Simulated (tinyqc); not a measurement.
Defect equilibria of an oxide against oxygen pressure (mass action): one step, computed by the program tinyqc.

Defects: oxygen vacancies V (charge +2), electrons n, holes p, the ionic partner X = V_M'''' (charge -4), and the dopant. Activities are taken equal to concentrations.

Task: Solution at the given pressure. Neutrality: 2 [V] + p + N_d = n + 4 [X]. With n as the unknown, [V] = K_r/(n^2 P^(1/2)), p = K_i/n, [X] = K_s/[V]^2; the log ratio is ln(positive/negative). The root is found by 60 bisections in ln n between n = 1e-10 and 1e25 cm^-3.

Inputs (values chosen for the exercise, for a model oxide):
```
quantity              value   unit
prefactor N_c N_v   2.7e+41  cm^-6
dopant density N_d  4.1e+20  cm^-3
temperature T          1200      K
oxygen pressure P     7e-21    atm
```

Ionic disorder: Schottky, oxide MO2. Dopant (singly charged, fully ionised): donor.

K_r = 4.827787e+44 cm^-9 atm^(1/2)

K_i = 2.259578e+26 cm^-6

K_s = 8.498287e+41 cm^-9

Give: n; [V]; p; [X].

Result:

n = 4.100e+20 cm^-3

[V] = 3.433e+13 cm^-3

p = 5.511e+05 cm^-3

[X] = 7.212e+14 cm^-3

The largest terms give the Brouwer balance N_d = n; the smaller of the two terms is 100 % of the total charge of one sign. Caution: one of n, p, [V] and [X] is above 2e20 cm^-3, near 1 % of the sites of a usual oxide, where defects associate and the ideal mass-action laws fail. Caution: the carrier density is near sqrt(N_c N_v), where the carriers are degenerate and n p = K_i fails.
